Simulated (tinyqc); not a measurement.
Length of a polyene: Hueckel, PPP and singles CI along the polyenes. Computed by the program tinyqc. 

All-trans chains of carbon centres 1.40 angstrom apart:

| parameter | value |
|---|---|
| beta (eV), times 1 +/- alternation | -2.600000 |
| alternation | 0 |
| W (eV) | 11.160000 |
| gamma_rr (eV) | 10.490000 |
| repulsion formula | MN |

Hueckel uses the same beta without repulsion; CIS keeps all single excitations and so misses the low, doubly excited 2Ag state. W is the valence ionisation energy of a centre, MN the Mataga-Nishimoto formula, f the oscillator strength.

Gaps and excitations (eV):

| centres | Hueckel gap | PPP orbital gap | bright singlet (CIS) | f | lowest triplet (CIS) |
|---|---|---|---|---|---|
| 2 | 5.2000 | 10.3934 | 7.8483 | 0.6729 | 2.5517 |
| 4 | 3.2138 | 7.7700 | 5.4666 | 1.1765 | 1.4585 |
| 6 | 2.3142 | 6.4372 | 4.3098 | 1.7013 | 0.9601 |
| 8 | 1.8059 | 5.6200 | 3.6162 | 2.2157 | 0.6821 |
| 10 | 1.4801 | 5.0639 | 3.1476 | 2.7100 | 0.5074 |
| 12 | 1.2536 | 4.6601 | 2.8076 | 3.1811 | 0.3888 |
| 14 | 1.0871 | 4.3535 | 2.5489 | 3.6286 | 0.3039 |

The Hueckel gap tends to 4 x alternation x |beta| = 0.00 eV for long chains (zero without alternation, falling as 1/N). Exchange opens the PPP orbital gap, and the attraction of electron and hole brings the bright state 1.80 eV below it at 14 centres; the triplet lies 2.25 eV lower still.
